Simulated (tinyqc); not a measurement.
Worked calculation: exciton in an atomically thin sheet (Rytova-Keldysh potential). Values are carried at full precision from step to step, so a last printed digit may differ when a step is redone from the rounded ones.

Constants: Ry = 13.60569312 eV; a0 (Bohr radius) = 0.5291772105 angstrom; hbar^2/2m0 = 3.80998211 eV angstrom^2; e^2/(4 pi eps0) = 14.39964547 eV angstrom.

Inputs chosen for the exercise (near those of a MoS2 monolayer; the results hold for these values, not for the real material):
```
symbol  value                       unit          meaning
me      0.448                       m0            electron mass
mh      0.516                       m0            hole mass
kap     2.45                                      mean dielectric constant of the surroundings
Eg      2.151                       eV            gap, in these surroundings
al      (0.00153, 0.00688, 0.0309)  1/angstrom^2  exponents a_i
r0      38.3                        angstrom      screening length of the sheet
```

## Exciton units

1/mu = 1/me + 1/mh, Ry* = Ry mu/kap^2, a* = a0 kap/mu.

mu = 0.23980 m0
Ry* = 543.550 meV
a* = 5.41 angstrom

## Hydrogen-like series

Binding Ry*/n^2 in three dimensions and Ry*/(n - 1/2)^2 in two; strengths relative to n = 1 go as 1/n^3 and (1/2)^3/(n - 1/2)^3. Lines at Eg less the binding.

Series:
```
n  3D binding (meV)  3D line (eV)  3D strength  2D binding (meV)  2D line (eV)  2D strength
1            543.55        1.6075       1.0000           2174.20       -0.0232       1.0000
2            135.89        2.0151       0.1250            241.58        1.9094       0.0370
3             60.39        2.0906       0.0370             86.97        2.0640       0.0080
4             33.97        2.1170       0.0156             44.37        2.1066       0.0029
```

The two-dimensional value exceeds the gap: with bare Coulomb screening the model fails here, and the screening of the sheet itself is needed.

## Overlap and kinetic matrices

Relative motion in the plane with V(k) = -2 pi q/(k (kap + r0 k)), q = e^2/(4 pi eps0), c = hbar^2/2m0. Normalised Gaussians exp(-a_i r^2): with A = a_i + a_j, S_ij = 2 sqrt(a_i a_j)/A, T_ij = (4c/mu)(a_i a_j/A) S_ij, V_ij = -q S_ij times the integral over k from 0 to infinity of exp(-k^2/4A)/(kap + r0 k).

Form S and T.

S:
$$\begin{pmatrix}
1.00000 & 0.77157 & 0.42404 \\
0.77157 & 1.00000 & 0.77187 \\
0.42404 & 0.77187 & 1.00000
\end{pmatrix}$$

T (eV):
$$\begin{pmatrix}
0.04862 & 0.06137 & 0.03929 \\
0.06137 & 0.21862 & 0.27603 \\
0.03929 & 0.27603 & 0.98189
\end{pmatrix}$$

## Potential matrix

Evaluate the integrals numerically.

V (eV):
$$\begin{pmatrix}
-0.33062 & -0.34579 & -0.26907 \\
-0.34579 & -0.51258 & -0.50744 \\
-0.26907 & -0.50744 & -0.73330
\end{pmatrix}$$

## Levels in the small basis

Solve (T + V) u = E S u; give the two lowest levels and the ground vector with u S u = 1 and its largest component positive.

levels (eV): [-0.3256, -0.0157]

ground vector: [0.517, 0.500, 0.065]

## The converged series

Converged values use 20 Gaussians with exponents 2^i/b^2, i = -11 to 8, b the larger of a0 kap/(2 mu) and sqrt(a0 r0/mu), a0 = 0.5291772 angstrom; p states use r exp(i theta) exp(-a r^2).

Levels against the two-dimensional hydrogen series Ry*/(n - 1/2)^2; eps_n is the dielectric constant that would give each level in that series.

Series:
```
state  binding (meV)  hydrogen (meV)  eps_n  Eg + E (eV)
1s             326.4          2174.2   6.32        1.825
2p             134.4           241.6   3.28        2.017
2s             103.7           241.6   3.74        2.047
3p              61.3            87.0   2.92        2.090
3s              50.9            87.0   3.20        2.100
```

eps_n falls from 6.32 (1s) to 3.20 (3s) towards kap = 2.45: larger orbits see less of the sheet. 2p is bound 30.7 meV more strongly than 2s, which pure Coulomb attraction keeps degenerate. The small basis misses the 1s binding by 0.8 meV.

## Checks

- 1s binding for r0 = 0 against 4 Ry*, meV: 2173 against 2174.
- 2p binding for r0 = 0 against 4 Ry*/9, meV: both 241.6.

(tinyqc, `OMP_NUM_THREADS=1 python tinyqc.py 1281453 1281454 out.jsonl`, Intel(R) Xeon(R) Processor @ 2.30GHz, 1 thread, shared host, about 0.05 s.)
